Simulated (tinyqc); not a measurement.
Stress in a transistor channel from embedded alloy regions, liners and fins, by half-space elasticity: one step, computed by the program tinyqc. Command: `OMP_NUM_THREADS=1 python tinyqc.py 3019422 3019423 out.jsonl stressor walk`. One thread of a shared host (Intel(R) Xeon(R) Processor @ 2.30GHz), about 0.01 s of CPU time with the checks.

Plane strain in an isotropic half-space, the same constants everywhere; x along the channel from its centre, y downwards from the free surface; stress is positive in tension.

Task: Stress at the centre of the channel. A line element dA of misfit at (a, c) in the half-space gives, with C = E e/(2 pi (1 - nu)), X = x - a, r1^2 = X^2 + (y - c)^2, r2^2 = X^2 + Y^2, Y = y + c: s_xx = -C dA {[X^2 - (y - c)^2]/r1^4 + 3 [X^2 - Y^2]/r2^4 + 4 y Y (Y^2 - 3 X^2)/r2^6}, s_yy = C dA {[X^2 - (y - c)^2]/r1^4 - [X^2 - Y^2]/r2^4 + 4 y Y (Y^2 - 3 X^2)/r2^6}. These are integrated over two rectangles, L/2 < |a| < L/2 + S, 0 < c < d (closed form in a, 200 Gauss-Legendre points in c).

Inputs (values chosen for the exercise, modelled on silicon):

| quantity | value | unit |
|---|---|---|
| Young's modulus E | 168 | GPa |
| Poisson ratio nu | 0.25 | - |
| channel length L | 98 | nm |
| length of each stressor S | 120 | nm |
| recess depth d | 20 | nm |
| depth of the field point y | 3.2 | nm |

Stressor: Si(1-x)Ge(x) source and drain.

misfit e = 0.023896

stress of a blanket film = -5.352704 GPa

Give: s_xx; s_yy; s_xx over the blanket-film stress.

Result:

s_xx = -1761 MPa

s_yy = -7.963 MPa

s_xx over the blanket-film stress = 0.3289

The channel is compressed along its length; s_yy is 0.0045 of s_xx in size and vanishes at the surface. Caution: at such misfit the regions may relax by dislocations, and linear elasticity is rough.
